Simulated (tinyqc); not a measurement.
Inside a calculation. Model: ion implantation: universal nuclear stopping, Lindhard-Scharff electronic stopping and a Gaussian range profile. Computed by tinyqc, a small Python program that keeps every step. Command: `OMP_NUM_THREADS=1 python tinyqc.py 3023334 3023335 out.jsonl implant walk`. One thread of a shared host (Intel(R) Xeon(R) Processor @ 2.30GHz), about 0.2 s of CPU time with the checks. Intermediate numbers are printed to about 5 digits and carried at full precision; extremes and crossings named in words are read from the listed rows.

An ion slows by elastic collisions with screened nuclei and by friction with electrons; channelling is ignored and the target is uniform.

Inputs (values chosen for the exercise, modelled on germanium ions in silicon):
```
quantity                                 value    unit
ion atomic number Z1                        32       -
ion mass M1                                 74       u
target atomic number Z2                     14       -
target mass M2                           28.09       u
target density N                         49.94  1/nm^3
ion energy E                               2.1     keV
scale factor of electronic stopping k      1.4       -
dose Q                                 5.8e+14  1/cm^2
background C_B                         2.7e+16  1/cm^3
displacement energy E_d                     15      eV
fraction allowed through the mask        1e-05       -
```

Follow-up: mask.

## Stopping at the entry energy

Reduced energy eps = 32.53 M2 E/(Z1 Z2 (M1 + M2)(Z1^0.23 + Z2^0.23)), E in keV; s_n = ln(1 + 1.1383 eps)/(2 (eps + 0.01321 eps^0.21226 + 0.19593 eps^0.5)) for eps up to 30 and ln(eps)/(2 eps) above; S_n = 8.462 Z1 Z2 M1 s_n/((M1 + M2)(Z1^0.23 + Z2^0.23)) in 1e-15 eV cm^2. S_e = k 3.83 Z1^(7/6) Z2/(Z1^(2/3) + Z2^(2/3))^(3/2) sqrt(E/M1) in 1e-15 eV cm^2, E in keV. dE/dx = N (S_n + S_e); 1e-15 eV cm^2 = 0.1 eV nm^2.

reduced energy eps = 0.010349

s_n = 0.16594

S_n = 112.48 x 1e-15 eV cm^2

S_e = 11.385 x 1e-15 eV cm^2

energy loss dE/dx = 618.58 eV/nm

Nuclear stopping carries 91 % of the loss at entry.

## Range and straggle

Path length R = int_0^E dE'/(N (S_n + S_e)); energy lost to nuclei nu = int_0^E S_n/(S_n + S_e) dE' (both with E' = E y^3 and 64 Gauss-Legendre points in y). Estimates of Lindhard type: R_p = R/(1 + M2/(3 M1)), straggle dR_p = (2/3) R_p sqrt(M1 M2)/(M1 + M2).

path length R = 6.9227 nm

projected range R_p = 6.1452 nm

straggle dR_p = 1.8296 nm

energy lost to nuclei nu = 1.9146 keV

91 % of the energy goes to nuclei over the whole path.

## Gaussian profile

C(x) = C_p exp(-(x - R_p)^2/(2 dR_p^2)) with C_p = Q/(sqrt(2 pi) dR_p), 1 nm = 1e-7 cm; the profile falls to the background at x_j = R_p + dR_p sqrt(2 ln(C_p/C_B)); the peak atomic fraction is C_p/N.

peak concentration C_p = 1.2647e+21 1/cm^3

Depth x_j where C falls to C_B = 14.630 nm

peak atomic fraction = 0.025324

## Damage

Kinchin-Pease count with efficiency 0.8: N_d = 0.8 nu/(2 E_d), taking all of nu as damage energy (an upper estimate, as recoils also lose energy to electrons). Spread over a depth R_p + dR_p, displacements per atom = Q N_d/(N (R_p + dR_p)).

displacements per ion N_d = 51.057

displacements per atom = 0.74356

One displacement per atom would need a dose of 7.8e14 per cm^2 if no defects annealed. Caution: above a few tenths of a displacement per atom cascades overlap, so the count overstates new damage; heavy ions turn silicon and germanium amorphous at such levels, while light ions such as boron and metal targets anneal much of the damage.

## Mask thickness

For a mask that stops like the target, the fraction beyond d is (1/2) erfc((d - R_p)/(sqrt2 dR_p)); solve for d.

number of straggles beyond R_p = 4.2649

mask thickness d = 13.948 nm

Caution: real range profiles are skewed and have channelling tails, so a Gaussian is unreliable this far out.

## Nuclear against electronic stopping over energy

The formulas are those given above.

Stopping (1e-15 eV cm^2) and range:
```
E (keV)         eps     S_n     S_e  R (nm)     nu/E
1        4.9282e-03   82.57    7.86    4.88  0.91298
2        9.8564e-03  110.36   11.11    6.76  0.91190
5        2.4641e-02  152.65   17.57   10.83  0.90620
10       4.9282e-02  185.44   24.84   16.05  0.89760
20       9.8564e-02  214.32   35.14   24.69  0.88379
50       2.4641e-01  237.05   55.55   46.54  0.85344
100      4.9282e-01  235.18   78.57   79.35  0.81599
200      9.8564e-01  213.67  111.11  141.82  0.75873
500      2.4641e+00  162.46  175.68  323.10  0.63985
```

Nuclear stopping peaks near 50 keV among these rows (eps = 0.25; the universal curve peaks near 0.3). Electronic stopping overtakes it between 200 and 500 keV. The path length grows as E^0.47 at the low end and E^0.90 at the high end; constant stopping would give E^1, and stopping that rises with E, be it nuclear (below its peak) or electronic, gives a lower exponent.

Checks made by the program: range against adaptive quadrature (relative difference 6e-06).
